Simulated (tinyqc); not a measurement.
A ladder of methods, and size consistency: correlation methods against full CI in the sto-3g basis, for BeH2, spin multiplicity 1. Computed by the program tinyqc with PySCF. All electrons correlated; +Q is the Davidson correction (1 - c0^2) E_corr. The last columns treat two copies 100 angstrom apart as one system. FCI is the lowest singlet.

Geometry (angstrom):
```
atom       x        y       z
Be    0.0000   0.0000  0.0000
H     0.0000   1.2530  0.0000
H     0.0000  -1.2530  0.0000
```

RHF energy of one = -15.560105 hartree

Correlation energies (hartree):
```
method   E_corr of one  share of FCI (%)  E_corr of two at 100 angstrom  two minus twice one (mhartree)
MP2           -0.02160            67.539                       -0.04320                           0.000
CISD          -0.03135            98.025                       -0.06136                           1.349
CISD+Q        -0.03206           100.232                       -0.06394                           0.183
CCSD          -0.03164            98.922                       -0.06328                           0.000
CCSD(T)       -0.03183            99.504                       -0.06365                           0.000
FCI           -0.03199           100.000                              -                               -
```

What does the comparison show, and why?

MP2 recovers 68 %, CISD 98.0 % and CCSD 98.9 % of the FCI value (c0^2 = 0.977 in CISD). MP2 and coupled cluster are size consistent, so their last column vanishes; CISD loses 1.35 mhartree, since a double excitation on each copy is a quadruple of the pair, and the Davidson correction leaves +0.18.
